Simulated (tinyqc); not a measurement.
# Thermal and gravitational stress in a wafer during furnace and rapid thermal processing, and the onset of slip, step by step

A worked calculation. Computed by tinyqc, a small Python program that keeps every step. Command: `OMP_NUM_THREADS=1 python tinyqc.py 3031084 3031085 out.jsonl slip walk`. One thread of a shared host (Intel(R) Xeon(R) Processor @ 2.30GHz), about 0.01 s of CPU time with the checks. Intermediate numbers are printed to about 7 digits and carried at full precision; extremes and crossings named in words are read from the listed rows.

A thin free disc in plane stress, isotropic; T(r) = T_centre + dT (r/R)^n with n = 2. Stress is positive in tension; sigma_SB = 5.670374419e-8 W/(m^2 K^4), g = 9.80665 m/s^2.

Inputs (values chosen for the exercise, for a model wafer):

| quantity | value | unit |
|---|---|---|
| wafer radius R | 100 | mm |
| thickness t | 725 | micrometre |
| Young's modulus E | 160 | GPa |
| Poisson ratio nu | 0.21 | - |
| expansion alpha | 4.5 | 1e-6/K |
| edge less centre temperature dT | 4.2 | K |
| temperature T | 1075 | K |
| prefactor A of the critical stress | 0.00031 | MPa |
| energy U of the critical stress | 1.11 | eV |
| density rho | 2330 | kg/m^3 |
| heat capacity c | 931 | J/(kg K) |
| conductivity k | 27.2 | W/(m K) |
| wafer spacing s | 6.4 | mm |
| ramp rate | 1.2 | K/min |
| radius of the support ring over R | 0.7 | - |

Temperature profile: parabolic.

Constants: k_B = 8.617333262e-05 eV/K.

## Thermal stress

With x = r/R: s_rr = alpha E dT (1 - x^n)/(n + 2), s_tt = alpha E dT [1 - (n + 1) x^n]/(n + 2).

Temperature and stresses at r/R = 0, 0.3, 0.5, 0.7, 0.8, 0.9, 0.95, 1:

| r/R | T - T_centre (K) | s_rr (MPa) | s_tt (MPa) |
|---|---|---|---|
| 0.00 | 0.0000 | 0.75600 | 0.75600 |
| 0.30 | 0.3780 | 0.68796 | 0.55188 |
| 0.50 | 1.0500 | 0.56700 | 0.18900 |
| 0.70 | 2.0580 | 0.38556 | -0.35532 |
| 0.80 | 2.6880 | 0.27216 | -0.69552 |
| 0.90 | 3.4020 | 0.14364 | -1.08108 |
| 0.95 | 3.7905 | 0.07371 | -1.29087 |
| 1.00 | 4.2000 | 0.00000 | -1.51200 |

hoop stress at the edge = -1.512 MPa

r/R where s_tt = 0 = 0.5773503

The hot edge is squeezed; the edge stress is n times that at the centre in size.

## Resolved stress round the edge

At the edge the stress is uniaxial along the tangent d = (cos phi, sin phi, 0) of a (001) wafer; the Schmid factor is the largest |(d.n)(d.b)| over the twelve {111}<110> systems.

Schmid factor and resolved stress at phi = 0, 7.5, 15, 22.5, 30, 37.5 and 45 degrees from [100]:

| phi from [100] (degrees) | Schmid factor | resolved stress (MPa) |
|---|---|---|
| 0.0 | 0.4082483 | 0.6172714 |
| 7.5 | 0.4541241 | 0.6866357 |
| 15.0 | 0.4829629 | 0.7302399 |
| 22.5 | 0.4927993 | 0.7451125 |
| 30.0 | 0.4829629 | 0.7302399 |
| 37.5 | 0.4541241 | 0.6866357 |
| 45.0 | 0.4082483 | 0.6172714 |

The factor is 1/sqrt(6) = 0.408 along <100> and <110> and peaks at 0.4928 at 22.5 degrees, so slip, if any, starts at eight places between these directions.

## Slip criterion

Critical resolved stress tau_c = A exp(U/(k_B T)), a form chosen for the exercise; slip when 0.492799 |s_tt(R)| > tau_c; allowed |dT| = tau_c (n + 2)/(0.492799 n alpha E).

critical stress tau_c = 49.57077 MPa

resolved over critical stress = 0.01503129

allowed |dT| = 279.4172 K

No slip; the margin is a factor 67.

## Ramp rate in a batch furnace

In a stack heated from the rim, heat flows inward by conduction and by radiation between wafers: k_eff = k + (16/3) sigma_SB T^3 s^2/t (a diffusion estimate with the spacing as path length). A steady ramp gives the parabolic lag dT = rho c (ramp) R^2/(4 k_eff); the allowed ramp uses n = 2.

k_eff = 48.42549 W/(m K)

lag of the centre = 2.239760 K

allowed ramp rate = 149.7038 K/min

Radiation carries 44 % of the inward flow. The ramp is 0.01 of the allowed one.

## Gravity

Own weight q = rho g t on a ring of radius b R, x = r/R: moments of an edge-supported plate, M_r = q R^2 (3 + nu)(1 - x^2)/16 and M_t = q R^2 [(3 + nu) - (1 + 3 nu) x^2]/16, less the uniform moment inside the ring load, q R^2 [(1 - nu)(1 - b^2) - 2 (1 + nu) ln b]/8; stress at the lower face = 6 M/t^2.

stress at the centre = 0.08011820 MPa

radial stress at the ring = -0.1057782 MPa

hoop stress at the ring = -0.01427779 MPa

The largest of these is 0.0011 tau_c when halved for shear. Point supports give far higher local stress than a ring.

## Position of the support ring

The formulas are those given above.

Stress at the lower face (MPa):

| b | centre | radial at ring | hoop at ring | largest in size |
|---|---|---|---|---|
| 0.40 | -0.3016189 | -0.3623198 | -0.3324421 | 0.3623198 |
| 0.50 | -0.1571690 | -0.2520141 | -0.2053302 | 0.2520141 |
| 0.60 | -0.0323355 | -0.1689124 | -0.1016877 | 0.1689124 |
| 0.65 | 0.0251219 | -0.1351663 | -0.0562705 | 0.1351663 |
| 0.70 | 0.0801182 | -0.1057782 | -0.0142778 | 0.1057782 |
| 0.75 | 0.1331222 | -0.0802793 | 0.0247594 | 0.1331222 |
| 0.80 | 0.1845119 | -0.0582916 | 0.0612191 | 0.1845119 |
| 0.90 | 0.2836318 | -0.0236664 | 0.1275894 | 0.2836318 |
| 1.00 | 0.3793804 | 0.0000000 | 0.1867355 | 0.3793804 |

Among these rows the largest stress is least, 0.106 MPa, for a ring at 0.7 R, 3.6 times below edge support: the overhang balances the sag of the centre. All values scale as R^2/t.

## Limits against temperature

The formulas are those given above.

For the parabolic profile:

| T (K) | tau_c (MPa) | allowed \|dT\| (K) | k_eff (W/(m K)) | allowed ramp (K/min) |
|---|---|---|---|---|
| 1050 | 65.93670 | 371.6675 | 46.97882 | 193.1801 |
| 1125 | 29.10334 | 164.0477 | 51.52708 | 93.5215 |
| 1200 | 14.22841 | 80.2018 | 56.72406 | 50.3335 |
| 1275 | 7.56717 | 42.6541 | 62.61302 | 29.5482 |
| 1350 | 4.31697 | 24.3336 | 69.23719 | 18.6403 |
| 1425 | 2.61266 | 14.7269 | 76.63983 | 12.4874 |
| 1500 | 1.66264 | 9.3718 | 84.86419 | 8.7994 |

From 1050 to 1500 K the allowed difference falls 40 times and the allowed ramp 22 times; radiation, which grows as T^3, gives back a factor 1.81. Ramps must slow as the wafer gets hotter.

Checks made by the program: force balance: the hoop stress integrates to zero (added to the edge stress) (relative difference below 1e-10).
